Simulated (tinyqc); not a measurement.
## Trap density from the barrier height

Problem. In a partly depleted grain with all boundary traps filled, 2 N W = Qt and VB = q N W^2/(2 eps0 eps_r). Find Qt, W and the doping at which VB would equal Vt.

Values chosen for this exercise: temperature T = 350 K; relative permittivity eps_r = 11.7.

Constants: q = 1.602176634e-19 C, kB = 1.380649e-23 J/K, Vt = kB T/q, eps0 = 8.8541878128e-14 F/cm where lengths are in cm. Results are converted to the units shown.

doping = 5.4e17 cm^-3
barrier height = 0.18938594 V

Solution. Eliminating W gives VB = q Qt^2/(8 eps0 eps_r N), which falls as 1/N.

Qt = 2.300e12 cm^-2
W = 21.30 nm
doping for VB = Vt = 3.391e18 cm^-3

Computed by the program tinyqc: `OMP_NUM_THREADS=1 python tinyqc.py 2830018 2830019 out.jsonl`, one thread of a shared Intel Xeon 2.30GHz, about 0.01 s for the whole run.
